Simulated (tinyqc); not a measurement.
Anisotropic wet etching of Si(100): plane rates, V-grooves, membranes and undercut: one step, computed by the program tinyqc.

A long slot opens the mask on a (100) wafer. The floor etches at R100; (111) walls stand at theta = arctan(sqrt2) = 54.7356 degrees to the surface and recede at R111 along their normal.

Question. Shape after the time t. A misaligned edge exposes ledges and adds R100 sin(misalignment) to the lateral rate (a simple estimate): u = R111/sin(theta) + R100 sin(misalignment). Top width W = w + 2 u t; floor width b = W - 2 z/tan(theta) = W - sqrt2 z. The floor lasts until b = 0, at t_V = w/(sqrt2 R100 - 2u); depth z = R100 t before t_V and W/sqrt2 after.

Inputs (values chosen for the exercise, close to those used for potassium hydroxide solutions):
```
quantity,value,unit
bath temperature T,55,C
"width w (mask opening along <110>, or membrane width in the design step)",13,um
misalignment of the mask,0,degrees
etch time t,5.3,min
```

R100 = 0.4442290 um/min

R111 = 0.003208245 um/min

Give: lateral rate u; time t_V to close the V; top width W; depth z; floor width b.

Answer.

lateral rate u = 0.003929 um/min

time t_V to close the V = 20.96 min

top width W = 13.04 um

depth z = 2.354 um

floor width b = 9.712 um

The floor remains; undercut per side is 0.0208 um, 0.88 % of the depth.
